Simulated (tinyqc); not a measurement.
# Convergence with the basis

Model: shallow acceptor in the spherical model (Baldereschi-Lipari), strong spin-orbit limit. Computed by tinyqc, a small Python program. Command: `OMP_NUM_THREADS=1 python tinyqc.py 3006304 3006305 out.jsonl acceptor sweep`. One thread of a shared host (Intel(R) Xeon(R) Processor @ 2.30GHz), about 0.02 s of CPU time with the checks.

The 1S(3/2) state has an s envelope f(r) and a d envelope g(r). In effective units they obey -(f'' + 2f'/r + 2f/r) + mu (g'' + 5g'/r + 3g/r^2) = E f and -(g'' + 2g'/r - 6g/r^2 + 2g/r) + mu (f'' - f'/r) = E g. The cubic term, the split-off band and the central cell are left out.

Inputs (values chosen for the exercise, modelled on InP):
```
quantity                  value  unit
Luttinger gamma_1          5.13     -
Luttinger gamma_2          1.64     -
Luttinger gamma_3          2.07     -
dielectric constant eps    12.8     -
spin-orbit gap Delta_so     106   meV
smallest exponent zeta_1    0.9  1/a*
ratio beta of exponents     2.6     -
```

Constants: Ry = 13.605693123 eV; a_0 = 0.529177210903 angstrom.

Method:
- Ry* = Ry/(gamma_1 eps^2), a* = a_0 eps gamma_1, mu = (6 gamma_3 + 4 gamma_2)/(5 gamma_1), delta = (gamma_3 - gamma_2)/gamma_1; spherical masses 1/(gamma_1 (1 - mu)) (heavy) and 1/(gamma_1 (1 + mu)) (light).
- zeta_i = zeta_1 beta^(i-1), i = 1..n, in both channels.
- Basis: f_i = exp(-zeta_i r), g_i = r exp(-zeta_i r), weight r^2 dr, s = zeta_i + zeta_j. S_ff = 2/s^3, H_ff = zeta_i zeta_j S_ff - 2/s^2; S_gg = 24/s^5, H_gg = 8/s^3 + 24 zeta_i zeta_j/s^5 - 12/s^4; H(f_i, g_j) = mu (6 zeta_i^2/s^4 + 2 zeta_i/s^3); S_fg = 0. Each function is normalised by sqrt(S_ii).
- H c = E S c with c^T S c = 1 and the largest component positive; the d weight is the part of the norm in g.
- Large basis: zeta_i = 0.08 x 1.55^(i-1), i = 1..20 in each channel; overlap eigenvalues below 1e-11 are dropped.
- Binding energies are -E Ry*; the mass that fits is E(1S) eps^2/Ry.

One run for each value:
```
functions per channel n  E (Ry*)  d weight  1S(3/2) binding in Ry*
1                        -1.3147   0.12350                  2.0781
2                        -2.0333   0.23320                  2.0781
3                        -2.0583   0.24054                  2.0781
4                        -2.0635   0.24279                  2.0781
5                        -2.0647   0.24340                  2.0781
6                        -2.0651   0.24358                  2.0781
```

What does the table show, and why?

Over the rows, E (Ry*) falls from -1.31 to -2.07 (exponent d ln y / d ln x 0.63 between the first rows and 9.2e-4 between the last); d weight rises from 0.123 to 0.244 (exponent d ln y / d ln x 0.92 between the first rows and 0.0039 between the last); 1S(3/2) binding in Ry* does not change. The error against the large basis falls from 37 % to 0.62 %; every E lies above the converged level, as a variational bound must.

Caution (all rows): the binding exceeds a fifth of the spin-orbit gap Delta_so, so the split-off band, left out, matters.

Extremes, crossings and ranges named in words are read from the listed rows.
